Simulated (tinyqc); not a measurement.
# Threshold-voltage variability of a planar MOSFET, analytic estimates: two studies

Three independent sources add in quadrature: random dopants in the depleted layer, metal-gate grains of two orientations, and roughness of the two gate edges acting through the roll-off VT = VT(long) - Vr exp(-L/l). These are first-order estimates: no three-dimensional electrostatics, no percolation.

Inputs (values chosen for the exercise); material values close to those of silicon: temperature T = 300 K; band gap Eg = 1.11 eV; relative permittivity of the semiconductor eps_r = 11.5; conduction-band density of states at T Nc = 2.84e19 cm^-3; valence-band density of states at T Nv = 2.66e19 cm^-3; channel doping Na = 1.6e18 cm^-3; oxide-equivalent thickness in inversion ti = 2.5 nm; gate length L = 16 nm; gate width W = 49 nm; metal grain size G = 5 nm; work-function difference of the two grain orientations dW = 0.3 eV; share of the orientation of higher work function p = 0.6; rms roughness of one gate edge De = 1.5 nm; correlation length of the roughness La = 20 nm; decay length of the threshold roll-off l = 3.1 nm; prefactor of the roll-off Vr = 1.7 V.

Constants: q = 1.602176634e-19 C, kB = 1.380649e-23 J/K, Vt = kB T/q, eps0 = 8.8541878128e-14 F/cm where lengths are in cm. Results are converted to the units shown.

Each table varies one quantity; the others keep the values above.

## Effect of the oxide-equivalent thickness in inversion

ni = sqrt(Nc Nv) exp(-Eg/(2 Vt)), Eg in volts; Cox = 3.9 eps0/ti; Wd = sqrt(4 eps0 eps_r Vt ln(Na/ni)/(q Na)); dopants: s1 = (q/Cox) sqrt(Na Wd/(3 L W)). Grains: Ng = L W/G^2 (at least 1), s2 = dW sqrt(p (1 - p)/Ng). Edges, with exponential correlation and u = W/La: the mean gate length has sL^2 = 2 De^2 (2/u)[1 - (1 - exp(-u))/u]; s3 = sL (Vr/l) exp(-L/l). s = sqrt(s1^2 + s2^2 + s3^2). l and Vr are held fixed.

The same in every row: s2 (mV) = 26.24; s3 (mV) = 4.773.

Effect of the oxide-equivalent thickness in inversion:
```
ti (nm)  s1 (mV)  s (mV)  s sqrt(L W) (mV um)
0.8        16.10   31.16               0.8724
1.2        24.15   35.98                1.008
1.6        32.20   41.81                1.171
2          40.25   48.29                1.352
2.4        48.30   55.18                1.545
2.8        56.35   62.35                1.746
3.2        64.40   69.71                1.952
```

What does the table show?

As ti goes from 0.8 to 3.2 nm, s rises from 31.2 to 69.7 mV. The largest source is the grains in the first row and the dopants in the last. s1 goes on average as ti^(1.00). In every row the depletion depth exceeds L, so source and drain share much of the charge and s1 is rough.

## Effect of the metal grain size

Same model as above.

l and Vr are held fixed.

The same in every row: s1 (mV) = 50.31; s3 (mV) = 4.773.

Effect of the metal grain size:
```
G (nm)  s2 (mV)  s (mV)  s sqrt(L W) (mV um)
2         10.50   51.62                1.445
3         15.75   52.94                1.482
5         26.24   56.95                1.595
7         36.74   62.48                1.750
10        52.49   72.87                2.040
14        73.48   89.19                2.497
20        105.0   116.5                3.262
```

As G goes from 2 to 20 nm, s rises from 51.6 to 117 mV. The largest source is the dopants in the first row and the grains in the last. At G = 20 nm the gate holds under four grains, so the work function takes a few discrete values. In every row the depletion depth exceeds L, so source and drain share much of the charge and s1 is rough.

Computed by the program tinyqc: `OMP_NUM_THREADS=1 python tinyqc.py 2090111 2090112 out.jsonl`, one thread of a shared Intel Xeon 2.30GHz, about 0.01 s for the whole run.
